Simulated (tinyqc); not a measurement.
Koster-Slater impurity in a tight-binding band, by Green functions and by supercells: one step, computed by the program tinyqc. Command: `OMP_NUM_THREADS=1 python tinyqc.py 3008015 3008016 out.jsonl kosterslater walk`. One thread of a shared host (Intel(R) Xeon(R) Processor @ 2.30GHz), about 0.04 s of CPU time with the checks.

One orbital per site, e(k) = -2 t sum cos(k_i) over 3 direction(s), band from -6 t to 6 t, lattice constant 1. One site has the extra energy U. Spin is left out.

Task: Scattering. T = U/(1 - U G0); phase shift delta = -arg(1 - U G0) in (-pi, pi]; host density of states -Im G0/pi; on the impurity -Im[G0/(1 - U G0)]/pi; lifetime of a band state hbar/(-2 c Im T).

Inputs (values chosen for the exercise, for a model band): impurity potential U = -7 eV; impurity concentration c = 0.0004 per site.

Lattice: simple cubic.

G0(E + i eta) = 0.2979439-0.1653555i 1/eV

Constants: hbar = 6.582119569e-16 eV s.

Give: T matrix; phase shift delta; host density of states; density of states on the impurity; scattering lifetime.

Result:

T matrix = -1.989-0.746i eV

phase shift delta = 0.3589 rad

host density of states = 0.05263 1/eV

density of states on the impurity = 0.004846 1/eV

scattering lifetime = 1103 fs

The Born approximation would take Im T = U^2 Im G0 = -8.10 eV, 10.9 times the full value.
